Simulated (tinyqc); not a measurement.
MOSFET in saturation, small-signal circuit and noise: effect of the total gate width on speed and noise.

Bias by the inversion coefficient IC = I/Ispec (charge-based model with velocity saturation; weak inversion below 0.1, strong above 10). Common-source circuit: gm, gds, Cgs, Cgd and Cj at the inner nodes, Rg in series with the gate; quasi-static, no source or drain resistance, no gate-body capacitance, no substrate network, no induced gate noise, so fmax is an upper estimate.

Ispec = 2 n mu Cox (W/L) Vt^2, lc = Ls/L, gms = [sqrt((lc IC + 1)^2 + 4 IC) - 1]/[2 + lc (lc IC + 1)], gm = gms Ispec/(n Vt), gds = sg gm. qs = [sqrt(1 + 4 IC) - 1]/2, Cgs = Cox W L qs (2 qs + 3)/(3 (qs + 1)^2) + Cov W, Cgd = Cov W, Cd = Cj W, Rg = Rsh (Wf/L)/(12 Nf) + Rc/W with Nf = W/Wf fingers (not rounded) contacted at both ends. fT = gm/(2 pi (Cgs + Cgd)), fmax = fT/(2 sqrt(Rg (gds + 2 pi fT Cgd))). Channel noise Sid = 4 kB T gam n gm with gam = (1/2 + (2/3) qs)/(1 + qs) + gw lc IC, qs = [sqrt(1 + 4 IC) - 1]/2, lc = Ls/L (the last term an empirical rise with velocity saturation); at the gate, white noise Sw = Sid/gm^2 + 4 kB T Rg. Number fluctuation with correlated mobility: S(f) = K/f, K = q^2 Vt lt Nt/(W L Cox^2) (1 + ac mu Cox I/gm)^2, Vt in eV with Nt per eV. Corner fc = K/Sw. IC is held fixed.

Values chosen for this exercise: temperature T = 400 K; gate length L = 350 nm; gate capacitance Cox = 2.07 uF/cm^2; mobility mu = 270 cm^2/(V s); slope factor n = 1.35; velocity-saturation length Ls = 10 nm; ratio gds/gm sg = 0.013; overlap and fringe capacitance per side Cov = 0.42 fF/um; drain junction capacitance Cj = 0.59 fF/um; sheet resistance of the gate Rsh = 20 ohm; finger width Wf = 2 um; gate contact and vertical resistance Rc = 200 ohm um; inversion coefficient IC = 1.9; short-channel excess of the noise factor gw = 0.14; oxide trap density Nt = 1.7e18 cm^-3 eV^-1; tunnelling length into the oxide lt = 0.1 nm; Coulomb scattering coefficient ac = 1000 V s/C.

Constants: q = 1.602176634e-19 C, kB = 1.380649e-23 J/K, Vt = kB T/q. Results are converted to the units shown.

The same in every row: fT (GHz) = 4.412; fmax (GHz) = 41.31; fc (MHz) = 6.485.

Effect of the total gate width on speed and noise:
```
W (um),I (uA),Rg (ohm),sqrt(Sw) (nV/Hz^0.5)
2,19.47,109.5,9.246
4.3,41.85,50.94,6.306
9.3,90.52,23.55,4.288
20,194.7,10.95,2.924
43,418.5,5.094,1.994
93,905.2,2.355,1.356
200,1947,1.095,0.9246
```

As W goes from 2 to 200 um, fT stays at 4.41 GHz, fmax stays at 41.3 GHz, the white noise falls from 9.25 to 0.925 nV/Hz^0.5 and the corner stays at 6.49 MHz. Current, gm and capacitances scale with W and Rg with 1/W, so the frequencies stay while both noise powers fall as 1/W. In every row fmax exceeds 4 fT, where channel resistance and substrate losses, left out here, would cap it.

Program tinyqc, `OMP_NUM_THREADS=1 python tinyqc.py 2150145 2150146 out.jsonl`; Intel Xeon 2.30GHz, shared host, one thread, about 0.01 s.
